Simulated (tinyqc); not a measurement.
What each parameter does: WKB tunnelling through a gate dielectric with a two-band (Franz) dispersion.

At depth x the conduction edge lies u(x) = phi - V x/t above the electron. Parabolic: kappa = sqrt(m u/c). Franz: kappa = sqrt(m u (1 - u/Eg)/c), which vanishes at both band edges. c = hbar^2/2m0. T = exp(-2 integral of kappa dx) over the region u > 0; no image force, no prefactor, zero transverse momentum. The region ends at x_e = min(t, phi t/V); x_e < t is the Fowler-Nordheim regime.

Constants: hbar^2/2m0 = 3.80998211 eV angstrom^2.

Parameters, chosen for this exercise (of the size used for Al2O3 on silicon; the results hold for these values, not for the real material): Eg = 7.25 eV (gap of the dielectric); phi = 2.08 eV (barrier above the electron energy at the emitter); m = 0.26 m0 (mass at the conduction edge); t = 57 angstrom (thickness); V = 2.4 V (voltage across the layer).

Exponents 2 I in closed form.

Results for these values:
```
case,2 I parabolic,2 I Franz,log10 T Franz
base,24.815,22.556,-9.796
```

What happens to each result for Eg = 6.525 eV, all else kept?

Answer: 2 I parabolic does not change at the printed digits; 2 I Franz falls from 22.556 to 22.287; log10 T Franz rises from -9.796 to -9.679.

The same for each parameter in turn:
```
case,2 I parabolic,2 I Franz,log10 T Franz
base,24.815,22.556,-9.796
Eg = 6.525 eV,24.815,22.287,-9.679
phi = 2.288 eV,28.629,25.744,-11.180
m = 0.286 m0,26.027,23.657,-10.274
t = 51.3 angstrom,22.334,20.300,-8.816
V = 2.16 V,27.573,25.062,-10.884
```

The exponent is linear in t and goes as sqrt(m); Eg enters the two-band form alone.

Computed by tinyqc, a small Python program: `OMP_NUM_THREADS=1 python tinyqc.py 1482059 1482060 out.jsonl` (the numbers bound the seed that draws the inputs); one thread of a shared host (Intel(R) Xeon(R) Processor @ 2.30GHz), about 0.01 s for the whole set of steps.
